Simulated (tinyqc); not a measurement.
CMOS latch-up, two-transistor model: one step of the calculation.

A parasitic pnp (emitter at Vdd, base shunted by Rw) and npn (emitter at ground, base shunted by Rs) feed each other: the npn collector current flows out of the pnp base node, the pnp collector current into the npn base node. Forward-active transistors with constant gains: Icn = Isn exp(Vn/Vt), Icp = Isp (exp(Vp/Vt) - 1). A current Ii is injected into the npn base node.

Task. Response to the injected current, once round the loop per iteration. Icn = Isn exp(Vn/Vt); Vp solves Vp/Rw + Icp/bp = Icn; Vn(new) solves Vn/Rs + (Isn/bn) exp(Vn/Vt) = Icp + Ii.

Values chosen for this exercise; values close to those of bulk CMOS:
```
symbol    value  unit                                meaning
T           250     K                            temperature
bn          7.5                      current gain of the npn
bp          3.5                      current gain of the pnp
Isn     8.2e-19     A     saturation current of the npn at T
Isp     9.9e-20     A     saturation current of the pnp at T
Rs          490   ohm  substrate resistance shunting the npn
Rw          980   ohm       well resistance shunting the pnp
Ii         1.47    mA    current injected into the substrate
```

Constants: q = 1.602176634e-19 C, kB = 1.380649e-23 J/K, Vt = kB T/q. Results are converted to the units shown.

Vn at the start = 0.59 V

Give: Icn; Vp; Icp; Vn after iteration 1.

Result.

Icn = 6.4223e-4 mA
Vp = 6.2939e-4 V
Icp = 2.9349e-18 mA
Vn after iteration 1 = 0.70953 V

Numbers from tinyqc (`OMP_NUM_THREADS=1 python tinyqc.py 2670003 2670004 out.jsonl`; about 0.05 s on one thread of a shared Intel Xeon 2.30GHz).
